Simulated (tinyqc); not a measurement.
Permeation of metal atoms or ions through a thin barrier or dielectric: time lag, field-aided drift and lifetime: one step, computed by the program tinyqc.

The film 0 < x < d is empty at first; C = C0 at x = 0 and C = 0 at x = d. dC/dt = D d2C/dx2 - v dC/dx with drift v = D z e V/(k_B T d) (uniform field, no space charge).

Problem. Dose at time s. Steady flux J = (D C0/d) P/(1 - exp(-P)); time lag in units of d^2/D: s_L = [P (1 + exp(-P))/(1 - exp(-P)) - 2]/P^2 (P = 0: J = D C0/d, s_L = 1/6). Dose through the film Q(s) = C0 d {f (s - s_L) - 2 exp(P/2) sum_(n=1..200) (-1)^n n^2 pi^2 exp(-l_n s)/l_n^2}, l_n = n^2 pi^2 + P^2/4, f = P/(1 - exp(-P)) the relative flux.

Inputs (values chosen for the exercise, for a model case: singly charged ions through a dielectric):
```
quantity                               value    unit
thickness d                               68      nm
concentration at the source side C0  1.2e+13  1/cm^3
test temperature T                       250       C
time in units of d^2/D, s               0.23       -
```

Peclet number P = 0.7763703

time scale d^2/D = 138.5194 s

Give: Q/(C0 d); dose Q; time.

Solution.

Q/(C0 d) = 0.12236

dose Q = 9.9843e+06 1/cm^2

time = 31.859 s
